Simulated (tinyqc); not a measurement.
Three-band (Emery) model of a CuO2 plane downfolded to one band, step by step. Values are carried at full precision from step to step, so a last printed digit may differ when a step is redone from the rounded ones.

Electron picture, d at 0 and the oxygen p orbitals at -D; sx = sin(kx a/2), sy = sin(ky a/2). H = [[0, 2 tpd sx, -2 tpd sy], [., -D, -4 tpp sx sy], [., ., -D]], real and symmetric. The top (antibonding) band crosses the Fermi level.

Values chosen for the exercise (of the size used for cuprate planes; shifted at random, so the results belong to these values and not to a real crystal): D = 2.3 eV (ed - ep); tpd = 1.46 eV (d-p hopping); tpp = 0.74 eV (p-p hopping); k = (0.36, 0.53) pi/a (wave vector).

## H at one k

Fill in the matrix.

sx, sy: [0.53583, 0.73963]

H (eV), rows d, px, py and columns alike:
```
[[0, 1.5646, -2.1597],
 [1.5646, -2.3000, -1.1731],
 [-2.1597, -1.1731, -2.3000]]
```

## Exact levels

Diagonalise.

levels (eV): [-3.6636, -3.0852, 2.1487]

weights of the top band: d 0.6053, px 0.1609, py 0.2338

## Loewdin downfolding onto d

h(E) = H_dd + V (E - H_pp)^-1 V^T with V = H_dp. The level solves E = h(E). Newton: start at E = 0, set Z = 1/(1 - dh/dE) = 1/(1 + |(E - H_pp)^-1 V^T|^2) and E(new) = E + Z (h - E); stop when the step is below 1e-9 eV.

Iterations:
```
i   E (eV)  h(E) (eV)       Z
0  0.00000    6.20529  0.1544
1  0.95821    3.36607  0.3840
2  1.88282    2.33737  0.5644
3  2.13937    2.15487  0.6040
4  2.14873    2.14875  0.6053
5  2.14874    2.14874  0.6053
```

The first value, h(0) = 6.2053 eV, is the energy-independent downfolding; the root is 2.1487 eV, so h(0) is 189 % too high. The final Z is the d weight of the state.

## Hoppings of the top band

One-band form E = e0 - 2t (cos kx + cos ky) - 4t' cos kx cos ky - 2t'' (cos 2kx + cos 2ky) - 4t''' (cos 2kx cos ky + cos kx cos 2ky), k in 1/a. Each hopping is minus the mean of E cos(m kx) cos(n ky) over a 12 x 12 mesh, k = (j + 1/2) 2 pi/12.

Fourier coefficients of the exact top band.

e0, t, t', t'', t''' (eV): [2.3383, 0.5468, -0.0326, 0.0528, -0.0002]

t'/t = -0.060

## The one-band model at k

Evaluate the one-band form at k with e0 and t alone, with t' added, and with all four hoppings.

E (eV): (t alone) 1.9756, (t and t') 1.9704, (all four) 2.1412

The three-band value is 2.1487 eV.

## Checks

- Top level at (1,1) against the root of E (E + D - 4 tpp) = 8 tpd^2: both 4.47267.

Run: tinyqc, `OMP_NUM_THREADS=1 python tinyqc.py 1481515 1481516 out.jsonl`; Intel(R) Xeon(R) Processor @ 2.30GHz, one thread, shared host; about 0.06 s of CPU time with all checks.
